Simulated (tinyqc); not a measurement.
Charge-trap memory cell: two steps of the calculation.

Channel, tunnel oxide, storage layer, blocking layer, gate. N electrons per area sit in a sheet at the centroid and shift the threshold by U = (q/eps0) N (tb/eb + xc tn/en). EOT = t1 + 3.9 (tn/en + tb/eb); tunnel field F = (Vg - U)/EOT; dN/dt = eta (J/q)(1 - N/Nm). Fowler-Nordheim: J = A F^2 exp(-B/F), A = q^2/(16 pi^2 hbar mo phi) (times 1e14 for A/cm^2 with F in V/nm, emitter mass m0), B = (4/3) sqrt(mo/C) phi^1.5, C = hbar^2/(2 m0).

Inputs (values chosen for the exercise); oxide values close to those of silicon dioxide, storage layer close to silicon nitride, blocking layer close to aluminium oxide:
```
symbol   value   unit                                                      meaning
phi        3.1     eV                                               tunnel barrier
mo        0.45     m0                                              tunnelling mass
t1         5.9     nm                              tunnel oxide (permittivity 3.9)
tn         4.8     nm                                                storage layer
en         7.6                                           its relative permittivity
tb         9.1     nm                                               blocking layer
eb           9                                           its relative permittivity
xc        0.53         charge centroid, share of tn counted from the blocking side
eta       0.78                                capture efficiency of an empty layer
Nm      1.7e13  cm^-2                                                 trap density
T          358      K                                          storage temperature
E1           1     eV                                        shallowest trap depth
E2        1.93     eV                                           deepest trap depth
nu        1e12    1/s                                            attempt frequency
Vg        13.8      V            gate voltage less flat band and surface potential
```

Constants: q = 1.602176634e-19 C, kB = 1.380649e-23 J/K, hbar = 1.054571817e-34 J s, m0 = 9.1093837015e-31 kg, Vt = kB T/q, eps0 = 8.8541878128e-14 F/cm where lengths are in cm, hbar^2/(2 m0) = 0.0380998212 eV nm^2. Results are converted to the units shown.

Task 1. Constants of the stack. EOT, the shift for 1e12 electrons per cm^2, the shift with all traps full, and the starting field, current and rate.

Give: EOT; shift for 1e12 cm^-2; shift with all traps full; F(0); J(0); dN/dt at the start.

Result 1.

EOT = 12.31 nm
shift for 1e12 cm^-2 = 0.2435 V
shift with all traps full = 4.140 V
F(0) = 1.121 V/nm
J(0) = 0.02860 A/cm^2
dN/dt at the start = 1.392e17 cm^-2 s^-1

Task 2. Retention after ten years. Retention: filled traps are spread evenly in depth from E1 to E2, and each empties at the rate nu exp(-E/kB T). The share left is the mean of exp(-nu t exp(-E/kB T)) = [kB T/(E2 - E1)] [E1x(nu t exp(-E2/kB T)) - E1x(nu t exp(-E1/kB T))], E1x the exponential integral; traps shallower than about Ed = kB T ln(nu t) are empty. t = 3.15576e8 s.

Wanted: Ed; share left; loss a decade while Ed lies between E1 and E2, kB T ln 10/(E2 - E1).

Result 2.

Ed = 1.456 eV
share left = 0.4904
loss a decade while Ed lies between E1 and E2, kB T ln 10/(E2 - E1) = 0.07638

Range of the model: The Fowler-Nordheim form needs F t1 above phi; trap-assisted paths and leakage through the blocking layer are left out.

Program tinyqc, `OMP_NUM_THREADS=1 python tinyqc.py 2130026 2130027 out.jsonl`; Intel Xeon 2.30GHz, shared host, one thread, about 0.06 s.
